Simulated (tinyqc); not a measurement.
Tolerances: periodic multilayer mirror for extreme ultraviolet light.

s polarisation, vacuum above. q_j = sqrt(N_j^2 - sin^2 theta); interface r_jk = (q_j - q_k)/(q_j + q_k) exp(-2 (2 pi/lam)^2 q_j q_k sg^2) (Nevot-Croce; sg = 0 if not given); phase factor of a layer x_j = exp(4 pi i q_j d_j/lam). Each period has the spacer (thickness (1 - Gm) L) on top of the absorber (Gm L). In this recursion R is the amplitude; R in tables and results is the reflectance, its squared modulus. The substrate is of the spacer material. Starting with R = 0 in it, each interface upward gives R -> (r + R x)/(1 + r R x), x that of the layer below the interface (1 for the substrate).

Values chosen for the exercise (optical constants near those of Mo and Si at 13.5 nm; the results hold for these values, not for the real material): lam = 13.5 nm (wavelength); dA = (0.078, 0.0069) (delta and beta of the absorber, N = 1 - delta + i beta); dS = (0.001, 0.0018) (delta and beta of the spacer and the substrate); L = 7.07 nm (period); Gm = 0.41 (absorber share of the period); theta = 12 degrees (angle from the normal); sg = 0.4 nm (interface roughness); Np = 40 (periods).

R of the mirror, and R^10 for a chain of ten such mirrors.

Results for these values:

| case | R | R^10 |
|---|---|---|
| base | 0.7111 | 0.0331 |

What happens to each result for theta = 14 degrees, all else kept?

Answer: R falls from 0.7111 to 0.6713; R^10 falls from 0.0331 to 0.0186.

The same for each parameter in turn:

| case | R | R^10 |
|---|---|---|
| base | 0.7111 | 0.0331 |
| L = 7.11 nm | 0.7082 | 0.0317 |
| Gm = 0.45 | 0.7022 | 0.0292 |
| theta = 14 degrees | 0.6713 | 0.0186 |
| sg = 0.6 nm | 0.6848 | 0.0227 |
| dA = (0.078, 0.00828) | 0.6850 | 0.0227 |
| lam = 13.55 nm | 0.7026 | 0.0293 |

Program tinyqc; command `OMP_NUM_THREADS=1 python tinyqc.py 1651165 1651166 out.jsonl`; about 0.01 s on one thread of a shared Intel(R) Xeon(R) Processor @ 2.30GHz.
